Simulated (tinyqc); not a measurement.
# Koster-Slater impurity in a tight-binding band, by Green functions and by supercells, step by step

A worked calculation. Computed by tinyqc, a small Python program that keeps every step. Command: `OMP_NUM_THREADS=1 python tinyqc.py 3014144 3014145 out.jsonl kosterslater walk`. One thread of a shared host (Intel(R) Xeon(R) Processor @ 2.30GHz), about 0.02 s of CPU time with the checks. Intermediate numbers are printed to about 5 digits and carried at full precision; extremes and crossings named in words are read from the listed rows.

One orbital per site, e(k) = -2 t sum cos(k_i) over 2 direction(s), band from -4 t to 4 t, lattice constant 1. One site has the extra energy U. Spin is left out.

Inputs (values chosen for the exercise, for a model band):
```
quantity,value,unit
hopping t,1.6,eV
impurity potential U,-6,eV
supercell edge N,3,sites
energy inside the band E,-0.397,eV
broadening eta,0.13,eV
impurity concentration c,0.0003,per site
```

Lattice: square.

Constants: hbar = 6.582119569e-16 eV s.

## The host Green function outside the band

Outside the band G0(E) = (2/(pi E)) K(m), m = 16 t^2/E^2, K the complete elliptic integral with parameter m. A bound state solves 1/U = G0(E). Energies: 0.05, 0.2, 0.5, 1, 2, 4 and 8 t beyond the band edge on the side of U, rounded to four digits.

Scan on the side of U:
```
E (eV),G0 (1/eV),1/U - G0 (1/eV)
-6.48,-0.31968,0.15301
-6.72,-0.24749,0.08082
-7.20,-0.19765,0.03098
-8.00,-0.15878,-0.00789
-9.60,-0.12001,-0.04666
-12.80,-0.08384,-0.08282
-19.20,-0.05363,-0.11304
```

G0 diverges at the band edge, so any U binds a state, exponentially weakly when U is small.

## The bound state

Bisection in ln(distance from the edge) between 1e-5 t and |U| + t. Weight on the impurity site: -1/(U^2 dG0/dE), by a central difference with step min(1e-4 t, distance/30). Decay length along an axis: 1/arccosh(1 + distance/(2 t)).

level E_b = -7.7912 eV

distance from the band edge = 1.3912 eV

weight on the impurity site = 0.68561

decay length = 1.1091 sites

The state is compact: most of it sits on the impurity.

## Green function inside the band

Inside the band G0(z), z = E + i eta, comes from the chain form 1/(sqrt(y - 2t) sqrt(y + 2t)) (principal roots) at y = z + 2 t cos k, averaged over k in (0, pi) with 200 Gauss-Legendre points.

G0(E + i eta) = -0.12508-0.40956i 1/eV

## Scattering

T = U/(1 - U G0); phase shift delta = -arg(1 - U G0) in (-pi, pi]; host density of states -Im G0/pi; on the impurity -Im[G0/(1 - U G0)]/pi; lifetime of a band state hbar/(-2 c Im T).

T matrix = -0.2454-2.4167i eV

phase shift delta = 1.4696 rad

host density of states = 0.13037 1/eV

density of states on the impurity = 0.021368 1/eV

scattering lifetime = 453.93 fs

The Born approximation would take Im T = U^2 Im G0 = -14.7 eV, 6.10 times the full value.

## The supercell Hamiltonian at Gamma

H_ij = -t for each bond from i to j, images included (two bonds add when N = 2); H_11 = U; sites are numbered with the last coordinate running fastest. Diagonalise.

H (eV), lower triangle (symmetric):
```
,1,2,3,4,5,6,7,8,9
1,-6.0
2,-1.6,0.0
3,-1.6,-1.6,0.0
4,-1.6,0.0,0.0,0.0
5,0.0,-1.6,0.0,-1.6,0.0
6,0.0,0.0,-1.6,-1.6,-1.6,0.0
7,-1.6,0.0,0.0,-1.6,0.0,0.0,0.0
8,0.0,-1.6,0.0,0.0,-1.6,0.0,-1.6,0.0
9,0.0,0.0,-1.6,0.0,0.0,-1.6,-1.6,-1.6,0.0
```

levels (eV): [-8.2293, -4.3459, -1.6000, -1.6000, -1.6000, 1.7752, 3.2000, 3.2000, 3.2000]

## The level in the supercell

In a periodic cell of N sites along each direction with Bloch vector K, the level solves 1/U = N^-d sum_k 1/(E - e(k)), k_i = (2 pi m_i + K_i)/N, m_i = 0..N-1; the outermost root on the side of U is taken (bisection). d is the number of directions. Gamma means K_i = 0, the zone corner K_i = pi, the quarter point K_i = pi/2. The error is measured against the isolated level E_b.

level at Gamma = -8.2293 eV

level at the corner = -7.2933 eV

level at the quarter point = -7.7700 eV

error at Gamma = -0.43809 eV

width between Gamma and the corner = 0.93600 eV

Images turn the level into a band 0.936 eV wide; the quarter point misses the isolated level by 0.021 eV, far less than Gamma, because the leading hopping between images averages out there.

## Convergence with cell size

Even N; errors against the isolated level E_b, set to 0 below 1e-6 t.

Error of the level (eV):
```
N,sites,Gamma,corner,quarter point
2,4,-1.2379e+00,1.7912e+00,1.6238e-01
4,16,-1.6393e-01,1.6238e-01,3.0734e-03
6,36,-2.2936e-02,2.1258e-02,6.9463e-05
8,64,-3.2380e-03,3.0734e-03,1.6418e-06
12,144,-7.0382e-05,6.9463e-05,0
16,256,-1.6464e-06,1.6418e-06,0
```

The error at Gamma falls exponentially, between the last two resolved rows by exp(-0.939) per site against 1/(decay length) = 0.902; the rest is the power-law prefactor of the Green function. Gamma and the corner err in opposite directions. Among the sizes listed an error below 1 meV is first reached at N = 12 at Gamma; at the quarter point N = 6 is enough.

## Phase shift across the band

delta/pi = -arg(1 - U G0)/pi counts the states added below E (Friedel); host DOS = -Im G0/pi, DOS on the impurity = -Im[G0/(1 - U G0)]/pi; 13 evenly spaced energies from -(band edge + |U| + 2t) to +(band edge + |U| + 2t).

Across the spectrum:
```
E (eV),Re G0 (1/eV),host DOS (1/eV),DOS on the impurity (1/eV),delta/pi
-15.6,-0.06708,0.00020,0.0005,0.00196
-13.0,-0.08234,0.00030,0.0012,0.00359
-10.4,-0.10789,0.00055,0.0044,0.00939
-7.8,-0.16607,0.00166,1.6722,0.46403
-5.2,-0.19866,0.05368,0.0506,0.55968
-2.6,-0.15878,0.07396,0.0380,0.48920
0.0,0.00000,0.16726,0.0153,0.40223
2.6,0.15878,0.07396,0.0128,0.19736
5.2,0.19866,0.05368,0.0092,0.13766
7.8,0.16607,0.00166,0.0004,0.00499
10.4,0.10789,0.00055,0.0002,0.00201
13.0,0.08234,0.00030,0.0001,0.00122
15.6,0.06708,0.00020,0.0001,0.00084
```

delta/pi starts and ends near zero (+0.002 and +0.001): the impurity moves states but creates none. delta/pi rises at the bound state below the band (-7.791 eV), reaches 0.56 among these rows (1 in the limit of small eta, just above the level) and is paid back by the top of the band.

Checks made by the program: G0 at the level by a direct sum over directions (relative difference below 1e-10); diagonalisation against the k sum (relative difference below 1e-10).
